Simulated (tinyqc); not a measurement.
Worked calculation: competing polymorphs of an oxide film: bulk, surface, grain-boundary, dopant and field terms. Computed by tinyqc, a small Python program that keeps every step. Command: `OMP_NUM_THREADS=1 python tinyqc.py 3013748 3013749 out.jsonl polymorph walk`. One thread of a shared host (Intel(R) Xeon(R) Processor @ 2.30GHz), about 0.01 s of CPU time with the checks. Intermediate numbers are printed to about 7 digits and carried at full precision; extremes and crossings named in words are read from the listed rows.

Phases: monoclinic m (reference), polar orthorhombic o, tetragonal t. Free energies per formula unit (f.u.); 1 J/m^2 x angstrom^3/nm = 6.241509 meV.

Inputs (values chosen for the exercise, for a model oxide):

| quantity | value | unit |
|---|---|---|
| energy of the polar phase o over m | 50 | meV/f.u. |
| energy of the tetragonal phase t over m | 122 | meV/f.u. |
| entropy of o over m | 0.0057 | meV/(f.u. K) |
| entropy of t over m | 0.073 | meV/(f.u. K) |
| surface energy of m | 3.19 | J/m^2 |
| surface energy of o | 2.83 | J/m^2 |
| surface energy of t | 2.66 | J/m^2 |
| grain-boundary energy over surface energy | 0.74 | - |
| volume per formula unit Omega | 34.9 | angstrom^3 |
| film thickness h | 23 | nm |
| grain radius R | 24 | nm |
| temperature T | 300 | K |
| dopant content x | 1.7 | % |
| shift of o per % of dopant | -8 | meV/f.u. |
| shift of t per % of dopant | -8.4 | meV/f.u. |
| polarisation of o | 46 | microcoulomb/cm^2 |
| field E | 1.6 | MV/cm |
| width sigma of ln R | 0.26 | - |
| interlayer thickness (SiO2) | 1.1 | nm |

Geometry: columnar grains in a film.

permittivities of m, o, t: 18  25  45

## Bulk terms

Bulk term b = H - T S + (shift) x, zero for m. The undoped bulk turns from m to t at T = H_t/S_t.

b (meV/f.u.): m 0.00, o 34.69, t 85.82

bulk m-t temperature = 1671.233 K

## Free energies of the grain

Area per volume: A = 2/h + f_b/R (two free faces; the side wall 2/R is shared by two grains and carries f_b gamma); G = b + gamma Omega A.

area per volume A = 0.1177899 1/nm

G less G(m) (meV/f.u.): m 0.00000, o 25.45312, t 72.22126

G(o) - G(m) = 25.45312 meV/f.u.

G(t) - G(o) = 46.76814 meV/f.u.

The lowest phase is m, by 25.5 meV/f.u. over o, as in the bulk terms. Caution: this is an equilibrium ranking; real films often keep the phase that nucleates first on cooling from t.

## Crossing points

With G = b + gamma Omega A (b the bulk free energy per formula unit, A the area per volume), two phases i, j cross at A_ij = (b_j - b_i)/(Omega (gamma_i - gamma_j)); o has a window only if A_mo < A_ot.

A_mo = 0.4423711 1/nm

A_ot = 1.380740 1/nm

A_mt = 0.7433573 1/nm

o is lowest for A between 0.442 and 1.381 1/nm, m below and t above.

## Phase shares in a spread of grain sizes

Grain radii are log-normal by volume with median R and width sigma; the share with A above A* is that with radius below R*, R* = f_b/(A* - 2/h) (all grains if A* <= 2/h), share = (1/2) erfc[-ln(R*/R)/(sqrt 2 sigma)]. Effective permittivity of a layer of thickness h built of such grains, taken in parallel: sum of share x eps; EOT = interlayer + 3.9 h/eps.

volume shares: m 1, o 0, t 0

share of o = 0

effective permittivity = 18

equivalent oxide thickness = 6.083333 nm

One phase holds nearly all the volume.

## A field

The polar phase gains -P E Omega (1 microcoulomb/cm^2 x MV/cm x angstrom^3 = 0.006241509 meV); the dielectric term -(1/2) eps_0 (eps - 1) E^2 Omega is left out. Where t lies below o, o is reached at E_up = [G(o) - G(t)]/(P Omega), else 0.

gain P E Omega = 16.03219 meV/f.u.

G(t) - G(o) in the field = 62.80033 meV/f.u.

crossing field E_up = 0 MV/cm

o already lies below t. m lies lower than both at zero field, so this holds only while m is avoided.

## Thickness series

Bulk term b = H - T S + (shift) x, zero for m. The median radius is held at R.

Against thickness:

| h (nm) | A at R (1/nm) | share m | share o | share t | eps | EOT (nm) |
|---|---|---|---|---|---|---|
| 3 | 0.6975000 | 0.000000 | 1.000000 | 0 | 25.00000 | 1.568000 |
| 4 | 0.5308333 | 0.000000 | 1.000000 | 0 | 25.00000 | 1.724000 |
| 6 | 0.3641667 | 0.999999 | 0.000001 | 0 | 18.00000 | 2.400000 |
| 8 | 0.2808333 | 1.000000 | 0.000000 | 0 | 18.00000 | 2.833333 |
| 11 | 0.2126515 | 1.000000 | 0.000000 | 0 | 18.00000 | 3.483333 |
| 15 | 0.1641667 | 1.000000 | 0.000000 | 0 | 18.00000 | 4.350000 |
| 22 | 0.1217424 | 1.000000 | 0.000000 | 0 | 18.00000 | 5.866667 |
| 35 | 0.0879762 | 1.000000 | 0.000000 | 0 | 18.00000 | 8.683333 |

From 3 to 35 nm the share of t stays at 0.00 and that of m from 0.00 to 1.00; the largest share of o is 1.00. A at the median radius runs from 0.698 down to 0.088 1/nm, against the crossings A_mo = 0.442, A_ot = 1.381 and A_mt = 0.743; the majority phase is o in the thinnest film and m in the thickest.

## Dopant series

The formulas are those given above.

Against dopant content:

| x (%) | A_mo (1/nm) | A_ot (1/nm) | share m | share o | share t |
|---|---|---|---|---|---|
| 0.0 | 0.6158000 | 1.399103 | 1.000000 | 0.000000 | 0 |
| 1.0 | 0.5137830 | 1.388301 | 1.000000 | 0.000000 | 0 |
| 2.0 | 0.4117660 | 1.377499 | 1.000000 | 0.000000 | 0 |
| 3.0 | 0.3097490 | 1.366697 | 1.000000 | 0.000000 | 0 |
| 4.0 | 0.2077321 | 1.355896 | 1.000000 | 0.000000 | 0 |
| 5.0 | 0.1057151 | 1.345094 | 0.027981 | 0.972019 | 0 |
| 6.5 | -0.0473104 | 1.328891 | 0.000000 | 1.000000 | 0 |
| 8.0 | -0.2003358 | 1.312688 | 0.000000 | 1.000000 | 0 |
| 10.0 | -0.4043698 | 1.291085 | 0.000000 | 1.000000 | 0 |

The dopant lowers t by 8.4 and o by 8 meV per %, so A_ot falls more slowly than A_mo. The share of o peaks at x = 6.5 % (1.00). t reaches only 0.00 at 10 %.

Checks made by the program: equal free energies at A_mt (relative difference below 1e-10).
